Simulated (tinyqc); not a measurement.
Which single mass stands for the valley: donor in an ellipsoidal valley (Kohn-Luttinger variational method). Computed by tinyqc, a small Python program. Command: `OMP_NUM_THREADS=1 python tinyqc.py 3030998 3030999 out.jsonl kohnlutt walk`. One thread of a shared host (Intel(R) Xeon(R) Processor @ 2.30GHz), about 0.03 s of CPU time with the checks.

H = -(d^2/dx^2 + d^2/dy^2) - gamma d^2/dz^2 - 2/r in units built on m_t, with gamma = m_t/m_l and z along the valley axis. One valley; no valley-orbit or central-cell term.

Inputs (values chosen for the exercise, modelled on diamond): transverse mass m_t = 0.342 m_0; longitudinal mass m_l = 1.54 m_0; dielectric constant eps = 5.55.

Constants: Ry = 13.605693123 eV; a_0 = 0.529177210903 angstrom.

Method:
- Ry* = Ry m_t/eps^2, a* = a_0 eps/m_t, gamma = m_t/m_l.
- Trial function exp(-sqrt((x^2 + y^2)/a^2 + z^2/b^2)) with beta = b/a < 1: E = t/a^2 - u/a, t = (2 + gamma/beta^2)/3, u = 2 arcsin(sqrt(1 - beta^2))/sqrt(1 - beta^2); the best a is 2 t/u and E(beta) = -u^2/(4 t).
- Golden-section search on beta from 0.05 to 0.999, 60 steps.
- Gaussian basis: g = P exp(-al (x^2 + y^2) - be z^2) with P = 1 (s-like), z (2p0) or x (2p+-); al = 0.004 x 2.6^k, k = 0..11, and be/al = 1, gamma^(-1/2) or 1/gamma (36 functions); 1/r = (2/sqrt(pi)) int exp(-t^2 r^2) dt by 48 Gauss-Legendre points after t = sqrt(al_i + al_j) tan(theta); overlap eigenvalues below 1e-10 are dropped.
- A hydrogenic level is Ry m/eps^2 for one mass m; errors are against the Gaussian basis.

gamma = 0.222078

1s binding energy, Gaussian basis = 233.011 meV

1s binding energy, trial function = 232.727 meV

1s binding energy:

| rule | mass (m_0) | binding (meV) | error (%) |
|---|---|---|---|
| transverse mass | 0.3420 | 151.06 | -35.17 |
| conductivity mass 3/(2/m_t + 1/m_l) | 0.4617 | 203.95 | -12.47 |
| density-of-states mass (m_t^2 m_l)^(1/3) | 0.5648 | 249.46 | 7.06 |
| longitudinal mass | 1.5400 | 680.23 | 191.93 |
| trial function with a and b | - | 232.73 | -0.12 |
| mass that fits 1s | 0.5275 | 233.01 | 0.00 |

What follows from these numbers?

The conductivity mass, which is what a spherical trial function (a = b) gives, falls short by 12.5 %, as a restricted variational bound must; the density-of-states mass is off by +7.1 %. The mass that fits lies between the two. Caution: a* is only a few bond lengths, so central-cell and valley-orbit terms are large. Caution: the short radius is only a few bond lengths, so the envelope approximation is rough.

Extremes, crossings and ranges named in words are read from the listed rows.
